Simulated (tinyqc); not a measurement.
# Frequency dispersion of an accumulation capacitance by border traps, distributed model: effects of single changes

Traps spread evenly through the insulator exchange electrons with the semiconductor by tunnelling, with tau(x) = t0 exp(2 ka x) at depth x from the interface. The admittance per area Y seen at depth x obeys dY/dx = -Y^2/(i w eps0 eox) + q Nb ln(1 + i w tau)/tau, with Y(0) = i w Cs and w = 2 pi f; the gate sees Y(tox) = G + i w C. Working variable y = Y/(i w), in uF/cm^2. Cox = eps0 eox/tox.

Inputs (values chosen for the exercise); permittivity close to that of hafnium oxide: relative permittivity of the insulator eox = 19.9; insulator thickness tox = 4.2 nm; semiconductor capacitance in accumulation Cs = 0.78 uF/cm^2; density of border traps Nb = 9.7e19 cm^-3 eV^-1; decay constant of the wave function in the insulator ka = 6.5 1/nm; time constant of a trap at the interface t0 = 3e-11 s; frequency f = 1000 Hz.

Constants: q = 1.602176634e-19 C, eps0 = 8.8541878128e-14 F/cm where lengths are in cm. Results are converted to the units shown.

Each table varies one quantity; the others keep the values above.

## Capacitance and loss against frequency

Cox; trap-free value 1/(1/Cox + 1/Cs); response depth d = ln(1/(w t0))/(2 ka), where w tau = 1; lumped estimate: all traps within d act as C_bt = q Nb d placed at d/2, so C = 1/{1/[1/(1/Cs + d/(2 eps0 eox)) + C_bt] + (tox - d/2)/(eps0 eox)}. C and G from a fine integration; dispersion -d C/d log10 f over C, from f times and over 1.1. For a broad spread of time constants G/w is close to -(pi/2) dC/d ln w.

The same in every row: trap-free C (uF/cm^2) = 0.6577.

Results:

| f (Hz) | d (nm) | C (uF/cm^2) | G/w (uF/cm^2) | dispersion (% a decade) | -(pi/2) dC/d ln w (uF/cm^2) | lumped C (uF/cm^2) |
|---|---|---|---|---|---|---|
| 10 | 1.545 | 2.053 | 0.09215 | 6.573 | 0.09204 | 1.955 |
| 1000 | 1.191 | 1.782 | 0.09314 | 7.651 | 0.09301 | 1.702 |
| 10000 | 1.014 | 1.645 | 0.09482 | 8.439 | 0.09468 | 1.569 |
| 1e5 | 0.8368 | 1.504 | 0.09743 | 9.480 | 0.09727 | 1.432 |
| 1e6 | 0.6597 | 1.359 | 0.1011 | 10.88 | 0.1009 | 1.287 |
| 1e7 | 0.4826 | 1.208 | 0.1060 | 12.84 | 0.1058 | 1.134 |

Estimate the missing row, f = 100 Hz.

Computed row:

| f (Hz) | d (nm) | C (uF/cm^2) | G/w (uF/cm^2) | dispersion (% a decade) | -(pi/2) dC/d ln w (uF/cm^2) | lumped C (uF/cm^2) |
|---|---|---|---|---|---|---|
| 100 | 1.368 | 1.918 | 0.09227 | 7.044 | 0.09215 | 1.830 |

With this row back in the table: C falls from 2.053 to 1.208 uF/cm^2, towards the trap-free 0.6577; each decade of frequency removes ln 10/(2 ka) = 0.177 nm from the response depth. The dispersion rises from 6.57 to 12.8 % a decade and G/w rises from 0.0921 to 0.106 uF/cm^2. G/w stays at 1.00 times -(pi/2) dC/d ln w, the relation for a broad spread of time constants.

## Effect of the semiconductor capacitance in accumulation

Same model as above.

The same in every row: d (nm) = 1.191.

Effect of the semiconductor capacitance in accumulation:

| Cs (uF/cm^2) | C (uF/cm^2) | G/w (uF/cm^2) | dispersion (% a decade) | -(pi/2) dC/d ln w (uF/cm^2) | lumped C (uF/cm^2) | trap-free C (uF/cm^2) |
|---|---|---|---|---|---|---|
| 0.2 | 1.534 | 0.1044 | 9.955 | 0.1042 | 1.444 | 0.1909 |
| 0.39 | 1.621 | 0.1004 | 9.064 | 0.1002 | 1.534 | 0.3568 |
| 0.75 | 1.770 | 0.09365 | 7.744 | 0.09352 | 1.690 | 0.6363 |
| 1.4 | 2.001 | 0.08373 | 6.125 | 0.08363 | 1.930 | 1.050 |
| 2.8 | 2.377 | 0.06878 | 4.237 | 0.06872 | 2.318 | 1.679 |
| 5.4 | 2.822 | 0.05303 | 2.753 | 0.05299 | 2.775 | 2.361 |
| 10 | 3.244 | 0.03995 | 1.803 | 0.03991 | 3.207 | 2.955 |
| 20 | 3.639 | 0.02943 | 1.184 | 0.02938 | 3.609 | 3.468 |

What does the table show?

As Cs goes from 0.2 to 20, C rises from 1.53 to 3.64 uF/cm^2, the dispersion falls from 9.95 to 1.18 % a decade and G/w falls from 0.104 to 0.0294 uF/cm^2. The lumped estimate is 5.9 % below C in the first row and 0.83 % below it in the last. The same traps disperse C more when Cs is small, since they then add to the weaker series term.

tinyqc, about 0.4 s, one thread, Intel Xeon 2.30GHz (shared host): `OMP_NUM_THREADS=1 python tinyqc.py 2202130 2202131 out.jsonl`
